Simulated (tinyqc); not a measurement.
Surface Green function of a square-lattice strip three rows wide, Sancho-Rubio decimation: effect of the broadening.

A semi-infinite lead of cells 0, 1, 2, ... with H0 inside a cell and H1 = <cell i|H|cell i + 1>. A cell is one column of three sites. z = E + i eta.

Start with e_s = e = H0, a = H1, b = H1^dagger. Each round: g = (z - e)^(-1); e_s <- e_s + a g b; e <- e + a g b + b g a; a <- a g a; b <- b g b (all with the old a, b). Round k joins cells 2^k apart. Stop when the largest entry of the matrices a and b is below 1e-12 eV; g_s = (z - e_s)^(-1), bulk (z - e)^(-1), density of states -Im Tr/pi. The last column counts the steps of the plain recursion g <- (z - H0 - H1 g H1^dagger)^(-1), one cell a step from g = (z - H0)^(-1), until no entry changes by more than 1e-8 1/eV.

Parameters, values chosen for the exercise:
```
symbol,value,unit,meaning
E,-0.93,eV,energy
```

H0 (eV):
```
	1	2	3
1	-0.49	-0.77	0
2	-0.77	0.35	-0.77
3	0	-0.77	-0.12
```

H1 (eV):
```
	1	2	3
1	-1	0	0
2	0	-1	0
3	0	0	-1
```

Result of one run:
```
eta (eV)	rounds	surface density of states (1/eV)	plain steps
0.01	13	0.61843	1887
```

What becomes of these results when the broadening eta is changed from 0.01 to 0.1 eV, all else the same?

Result of the changed run:
```
eta (eV)	rounds	surface density of states (1/eV)	plain steps
0.1	10	0.61912	189
```

The whole series:
```
eta (eV)	rounds	surface density of states (1/eV)	plain steps
0.3	8	0.59420	62
0.1	10	0.61912	189
0.04	11	0.61966	472
0.02	12	0.61891	944
0.01	13	0.61843	1887
0.004	14	0.61813	4710
```

The rounds go from 8 to 14 and the plain steps from 62 to 4710. Inside a band the plain recursion needs a number of steps that grows as 1/eta, the decimation only as log2(1/eta). The density of states tends to 0.6179 1/eV as eta goes to zero; the first row is 3.8 % below that and the last 0.032 % above it.

Computed by the program tinyqc: `OMP_NUM_THREADS=1 python tinyqc.py 2680008 2680009 out.jsonl`, one thread of a shared Intel Xeon 2.30GHz, about 0.08 s for the whole run.
